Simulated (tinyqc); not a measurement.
Transmission around the level: tunnelling through a thin dielectric with one trap, as a tight-binding chain.

Hopping -t everywhere, t = c/(m a^2), c = hbar^2/2m0; lead sites at 2t (band bottom 0), barrier sites 1 to N at 2t + phi, and site j has U besides. No voltage. Leads give S = -t exp(ika) on sites 1 and N, cos(ka) = 1 - E/(2t). T = (2 t sin(ka))^2 |G_1N|^2, G = (E - H - S)^-1. In the barrier cosh(q a) = 1 + (phi - E)/(2t).

Resonance: the lowest eigenvalue of H + S(E), iterated until its real part equals E (40 rounds from Eb = phi + 2t - sqrt(4t^2 + U^2), the level in an endless barrier). With v the normalised squared amplitudes of that state, Gamma_L = 2 t sin(ka) v_1, Gamma_R = 2 t sin(ka) v_N; Breit-Wigner T = Gamma_L Gamma_R/((E - Er)^2 + (Gamma_L + Gamma_R)^2/4).

Constants: hbar^2/2m0 = 3.80998211 eV angstrom^2.

Parameters, chosen for this exercise (barrier and mass of the size used for HfO2 on silicon; not measured data): a = 2.5 angstrom (site spacing); m = 0.2 m0 (mass, the same in leads and barrier); phi = 1.57 eV (conduction edge of the barrier above that of the leads); N = 11 (barrier sites); j = 5 (site of the trap); U = -3.83 eV (extra energy on the trap site).

Er = 0.46266 eV

widths (meV): left 18.077, right 1.6854

Energies Er + x (Gamma_L + Gamma_R).

T:
```
x     E (eV)     chain  Breit-Wigner   no trap
-8.0  0.3046  0.000484       0.00121  2.37e-06
-3.0  0.4034   0.00616       0.00843  4.89e-06
-1.0  0.4429    0.0570        0.0624  6.44e-06
-0.5  0.4528     0.150         0.156  6.89e-06
0.0   0.4627     0.312         0.312  7.37e-06
0.5   0.4725     0.166         0.156  7.89e-06
1.0   0.4824    0.0704        0.0624  8.44e-06
3.0   0.5219    0.0119       0.00843  1.10e-05
8.0   0.6208   0.00287       0.00121  2.13e-05
```

At Er the chain gives 0.312, 4.23e+04 times the value without trap, and Breit-Wigner 0.312. In the wings the single pole gives 2.51 times the chain value at x = -8 and 0.423 times at x = 8, because the widths and the level shift change with energy.

(tinyqc, `OMP_NUM_THREADS=1 python tinyqc.py 1480880 1480881 out.jsonl`, Intel(R) Xeon(R) Processor @ 2.30GHz, 1 thread, shared host, about 0.1 s.)
